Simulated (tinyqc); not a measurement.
From lone donors to an impurity band: impurity band of shallow donors (Hubbard estimate).

Constants: e^2/(4 pi eps0) = 14.39964547 eV angstrom.

Parameters, chosen for this exercise (out of a larger set: near those of two donors in Si; not measured data):
```
symbol  value                                     unit         meaning
a       15.9                                      angstrom     orbital radius
eps     11.2                                                   dielectric constant
Ns      (0.043, 0.11, 0.26, 0.64, 1.5, 3.2, 6.4)  x 1e18/cm^3  donor densities
```

Donors on a simple cubic lattice of spacing R = N^(-1/3) (1/angstrom^3 = 1e24/cm^3), Ha* = q/(eps a), q = e^2/(4 pi eps0), x = R/a. Hopping t = Ha* (1 + x) exp(-x), band width B = 12 t, on-site repulsion U = (5/8) Ha*; the gap closes near B/U = 1.15. Valley factors and disorder are left out.

Results:
```
N (1e18/cm^3)  R (angstrom)  N^(1/3) a   t (meV)   B (meV)       B/U
0.043                 285.4      0.056  2.45e-05  0.000294  5.81e-06
0.11                  208.7      0.076   0.00228    0.0273  0.000540
0.26                  156.7      0.101    0.0461     0.553    0.0109
0.64                  116.0      0.137     0.454      5.45     0.108
1.5                    87.4      0.182      2.16      25.9     0.513
3.2                    67.9      0.234      5.97      71.6      1.42
6.4                    53.9      0.295      12.0       144      2.85
```

B/U passes 1.15 between 1.5 and 3.2 x 1e18/cm^3; the root is x = 4.52, N^(1/3) a = 0.221, N = 2.7 x 1e18/cm^3, below the 4.4 that the empirical rule N^(1/3) a = 0.26 gives; the estimate is rough, since random positions, the overlap of the orbitals and screening are left out. While N grows by 149 times, t grows by 4.9e+05 times.

(tinyqc, `OMP_NUM_THREADS=1 python tinyqc.py 1252041 1252042 out.jsonl`, Intel(R) Xeon(R) Processor @ 2.30GHz, 1 thread, shared host, about 0.01 s.)
